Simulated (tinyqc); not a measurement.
Ballistic Schottky-barrier transistor with a one-dimensional channel, WKB contacts: one step of the calculation.

Source Fermi level 0, drain Fermi level -Vd. Far from the contacts Ec = pn - psi, and the gate moves psi one to one; the band edges relax as exp(-x/lam) from pn at the source and pn - Vd at the drain; Ev = Ec - Eg. A carrier of energy w inside the channel band meets at a contact a barrier of height D (the contact edge beyond the channel edge): T = 1 for w >= D, else exp(-S), S = 4 lam sqrt(m/C) [sqrt(D - w) - sqrt(w) arctan sqrt((D - w)/w)], C = hbar^2/(2 m0). The two contacts combine as Ts Td/(Ts + Td - Ts Td).

Task. Transmission of one of the electrons. S and T at both contacts for w = w0, and the tunnelling distance lam ln(D/w) at the higher barrier.

Values chosen for this exercise; channel values close to those of a carbon nanotube:
- mn = 0.059 m0 (electron mass)
- lam = 2.7 nm (screening length at the contacts)
- w0 = 0.24 eV (energy of one carrier inside the channel band)

Constants: q = 1.602176634e-19 C, hbar = 1.054571817e-34 J s, m0 = 9.1093837015e-31 kg, hbar^2/(2 m0) = 0.0380998212 eV nm^2. Results are converted to the units shown.

D for electrons (eV): source 0.48000000, drain -0.02000000

Find: S at the source; S at the drain; combined T; tunnelling distance.

Result.

S at the source = 1.4130
S at the drain = 0
combined T = 0.24342
tunnelling distance = 1.8715 nm

Range of the model: No scattering, image-force lowering, channel charge or band-to-band tunnelling; parabolic kappa overstates S deep in the gap.

tinyqc, about 0.07 s, one thread, Intel Xeon 2.30GHz (shared host): `OMP_NUM_THREADS=1 python tinyqc.py 2390139 2390140 out.jsonl`
